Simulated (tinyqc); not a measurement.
Gate sheet resistance from two finger widths.

Inverse problem. At low frequency R = Rsh Wf/(3 L) + B/Wf, where B collects the channel and vertical terms. Find Rsh, B and the width of lowest R.

Parameters, values chosen for the exercise: channel length L = 1 um.

input resistance of single fingers, contacted at one end, of width 2 and 4.2 um (ohm): 49  31.452381

Answer. R Wf is a straight line in Wf^2; the minimum of R lies where both terms are equal.

Rsh = 7.50 ohm/square
B = 88.0 ohm um
width of lowest R = 5.93 um

tinyqc, about 0.01 s, one thread, Intel Xeon 2.30GHz (shared host): `OMP_NUM_THREADS=1 python tinyqc.py 2262086 2262087 out.jsonl`
